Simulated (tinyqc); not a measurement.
Square on-chip spiral inductor, lumped pi model: quality factor against frequency.

Outer diameter do = di + 2 n wd + 2 (n - 1) sp, mean da = (do + di)/2, fill p = (do - di)/(do + di), length l = 4 n da. L = 2.34 mu0 n^2 da/(1 + 2.75 p), mu0 = 4 pi 1e-7 H/m. Rs = rho l/(wd delta (1 - exp(-th/delta))), delta = sqrt(rho/(pi f mu0)). Cs = n wd^2 eps0 eo/hu across the coil. At each end Cox = l wd eps0 eo/(2 ho) leads to the substrate branch Rsi = 2 rs he/(l wd) in parallel with Csi = l wd eps0 11.7/(2 he). With one end grounded Y = 1/(Rs + i w L) + i w Cs + 1/[1/(i w Cox) + 1/(1/Rsi + i w Csi)], w = 2 pi f; Q = -Im Y/Re Y. Eddy currents in neighbouring turns and in the substrate are left out.

Apparent inductance Im(1/Y)/w; share of the loss Re(substrate branch)/Re Y.

Values chosen for this exercise; values of the order met in silicon radio-frequency processes: number of turns n = 5.5; line width wd = 15 um; space between turns sp = 3 um; inner diameter di = 60 um; metal thickness th = 4 um; metal resistivity rho = 2.2 uohm cm; oxide below the coil ho = 4.5 um; oxide between coil and underpass hu = 1.1 um; relative permittivity of the oxide eo = 3; substrate resistivity rs = 20 ohm cm; effective spreading depth in the substrate he = 50 um.

Constants: eps0 = 8.8541878128e-12 F/m. Results are converted to the units shown.

Results:
```
f (GHz)  Rs (ohm)  w L/Rs        Q  apparent inductance (nH)  loss in the substrate (%)
0.13       1.6817  2.5034   2.5014                    5.1567                  0.0072811
0.22       1.8240  3.9059   3.8966                    5.1623                   0.050178
0.36       2.0047  5.8156   5.7695                    5.1768                    0.30926
0.59       2.2501  8.4913   8.2324                    5.2143                     1.8303
1.6        3.0555  16.958   10.586                    5.5242                     32.728
2.6        3.6775  22.895   7.1451                    5.9799                     63.153
4.2        4.5099  30.159   3.5633                    7.0719                     82.531
6.8        5.6282  39.127  0.84397                    8.1562                     91.800
```

Estimate the missing row, f = 0.96 GHz.

Computed row:
```
f (GHz)  Rs (ohm)  w L/Rs       Q  apparent inductance (nH)  loss in the substrate (%)
0.96       2.5796  12.052  10.624                    5.3049                     9.0884
```

With this row back in the table: Q goes from 2.50 through a maximum of 10.6 (at f = 0.96 GHz among the rows listed) to 0.844; the exact peak is 11.1 at 1.25 GHz and Q reaches zero at the self-resonance, 8.05 GHz. The share of the substrate rises from 0.00728 to 91.8 %, and the apparent inductance ends at 1.58 times L. At the peak the substrate takes 18.8 % of the loss.

tinyqc, about 0.01 s, one thread, Intel Xeon 2.30GHz (shared host): `OMP_NUM_THREADS=1 python tinyqc.py 2302133 2302134 out.jsonl`
